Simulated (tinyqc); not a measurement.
Shrinking the pitch: stress in a transistor channel from embedded alloy regions, liners and fins, by half-space elasticity. Computed by tinyqc, a small Python program. Command: `OMP_NUM_THREADS=1 python tinyqc.py 3028737 3028738 out.jsonl stressor walk`. One thread of a shared host (Intel(R) Xeon(R) Processor @ 2.30GHz), about 0.01 s of CPU time with the checks.

Plane strain in an isotropic half-space, the same constants everywhere; x along the channel from its centre, y downwards from the free surface; stress is positive in tension.

Inputs (values chosen for the exercise, modelled on silicon):
```
quantity,value,unit
alloy fraction x,0.45,-
"lattice change per unit x, beta",0.0419,-
Young's modulus E,166,GPa
Poisson ratio nu,0.22,-
channel length L,94,nm
length of each stressor S,125,nm
recess depth d,60,nm
depth of the field point y,3.5,nm
```

Stressor: Si(1-x)Ge(x) source and drain.

Method:
- Misfit e = beta x. A fully constrained inclusion holds the stress -p with p = E e/(1 - 2 nu); a blanket film would hold -E e/(1 - nu) in the plane.
- A line element dA of misfit at (a, c) in the half-space gives, with C = E e/(2 pi (1 - nu)), X = x - a, r1^2 = X^2 + (y - c)^2, r2^2 = X^2 + Y^2, Y = y + c: s_xx = -C dA {[X^2 - (y - c)^2]/r1^4 + 3 [X^2 - Y^2]/r2^4 + 4 y Y (Y^2 - 3 X^2)/r2^6}, s_yy = C dA {[X^2 - (y - c)^2]/r1^4 - [X^2 - Y^2]/r2^4 + 4 y Y (Y^2 - 3 X^2)/r2^6}. These are integrated over two rectangles, L/2 < |a| < L/2 + S, 0 < c < d (closed form in a, 200 Gauss-Legendre points in c).
- L and S are scaled together at fixed d, then S alone, then L alone.

misfit e = 0.018855

S_xx at the centre (MPa):
```
scale,L and S scaled,S alone,L alone
0.35,-1822.5,-1465.8,-3642.4
0.50,-2420.6,-1865.8,-3516.4
0.70,-2708.4,-2266.2,-3198.6
1.00,-2683.5,-2683.5,-2683.5
1.40,-2403.9,-3043.3,-2099.4
2.00,-1962.5,-3370.1,-1483.2
3.00,-1443.3,-3665.2,-904.3
```

Halving S alone keeps 0.70 of the stress, halving L alone gives 1.31, and halving both 0.90: a shorter channel brings the walls closer, a shorter stressor brings its far wall, which pulls the other way, closer too. Neighbouring devices are left out. Caution: at such misfit the regions may relax by dislocations, and linear elasticity is rough.
